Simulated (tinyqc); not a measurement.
The whole curve: space-charge-limited current through a thin insulating or semi-insulating film with traps. Computed by tinyqc, a small Python program. Command: `OMP_NUM_THREADS=1 python tinyqc.py 3024553 3024554 out.jsonl sclc walk`. One thread of a shared host (Intel(R) Xeon(R) Processor @ 2.30GHz), about 0.01 s of CPU time with the checks.

One ohmic injecting contact at x = 0 (field zero), drift only, non-degenerate free carriers.

Inputs (values chosen for the exercise, modelled on semi-insulating GaAs):
```
quantity,value,unit
permittivity eps,12.9,-
band mobility mu,3700,cm^2/(V s)
effective density of states N_c,4.3e+17,1/cm^3
trap density N_t,6e+16,1/cm^3
"equilibrium Fermi level below the band edge, E_0",0.65,eV
thickness d,190,nm
temperature T,300,K
characteristic temperature T_c,1600,K
```

Traps: exponential tail.

Constants: k_B = 8.617333262e-05 eV/K; eps_0 = 8.8541878128e-12 F/m; e = 1.602176634e-19 C.

Method:
- Free density n_0 = N_c exp(-E_0/k_B T) in equilibrium; trapped density n_t(n) = N_t (n/N_c)^(T/T_c) (the low-temperature form).
- J = e mu n F and (eps eps_0/e) dF/dx = n - n_0 + n_t(n) - n_t(n_0) = rho(n). With F = J/(e mu n): d = (eps eps_0 J/(e^2 mu)) I_1 and V = (eps eps_0 J^2/(e^3 mu^2)) I_2, I_k = int_(n_L)^infinity dn/(n^(k+1) rho(n)), n_L the density at the anode; with u = n_L/n, 200 Gauss-Legendre points in t, u = 1 - (1 - t)^2.
- The last column is d ln J/d ln V up to the next row.

Current against voltage:
```
n_L (1/cm^3),V (V),J (A/cm^2),slope
5.40e+06,1.5313e-03,3.2512e-07,2.1776
4.30e+07,1.1503e-02,2.6244e-05,3.8503
3.40e+08,2.4097e-02,4.5243e-04,4.6863
2.70e+09,4.2468e-02,6.4395e-03,5.2304
2.20e+10,6.9877e-02,8.7108e-02,5.5883
1.70e+11,1.0923e-01,1.0575e+00,5.8202
1.40e+12,1.6927e-01,1.3535e+01,5.9345
1.10e+13,2.5707e-01,1.6159e+02,5.8208
8.60e+13,3.9341e-01,1.9234e+03,5.1406
6.80e+14,6.4469e-01,2.4364e+04,3.7911
5.40e+15,1.3275e+00,3.7661e+05,2.6543
4.30e+16,4.4631e+00,9.4124e+06,-
```

What follows from these numbers?

The slope starts at 2.18, peaks at 5.9 between 0.169 and 0.257 V and ends at 2.65. Rows below 0.26 V (10 k_B T/e) are formal, since diffusion from the contact rules there. Self-heating is left out, although J V exceeds 1e5 W/cm^2 at the last row. The last rows ignore velocity saturation (mu V/d above 1e7 cm/s). An exponential tail gives the power law T_c/T + 1 = 6.33, which the middle rows approach.

Extremes, crossings and ranges named in words are read from the listed rows.
